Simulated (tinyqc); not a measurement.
# Counting rate against photon rate

True rate n = nph PDP (dark counts neglected); measured n/(1 + n td) for a non-paralysable detector, n exp(-n td) for a paralysable one.

Values chosen for this exercise:
- td = 50 ns (dead time)

PDP = 0.152

Counting rate against photon rate:

| nph (1/s) | n td | non-paralysable (1/s) | paralysable (1/s) |
|---|---|---|---|
| 1.3e6 | 0.009880 | 1.957e5 | 1.957e5 |
| 3e6 | 0.02280 | 4.458e5 | 4.457e5 |
| 7e6 | 0.05320 | 1.010e6 | 1.009e6 |
| 1.6e7 | 0.1216 | 2.168e6 | 2.154e6 |
| 3.7e7 | 0.2812 | 4.390e6 | 4.245e6 |
| 8.6e7 | 0.6536 | 7.905e6 | 6.800e6 |
| 2e8 | 1.520 | 1.206e7 | 6.649e6 |
| 4.6e8 | 3.496 | 1.555e7 | 2.120e6 |
| 1.1e9 | 8.360 | 1.786e7 | 3.913e4 |

The non-paralysable rate climbs towards 1/td = 2.00e7 1/s and reaches 0.893 of it. The paralysable rate goes from 1.96e5 through a maximum of 6.80e6 (at nph = 8.6e7 1/s among the rows listed) to 39100 1/s; its true maximum, 1/(e td) = 7.36e6 1/s, lies at n td = 1, so a measured rate below that has two possible causes.

tinyqc, about 0.01 s, one thread, Intel Xeon 2.30GHz (shared host): `OMP_NUM_THREADS=1 python tinyqc.py 2630138 2630139 out.jsonl`
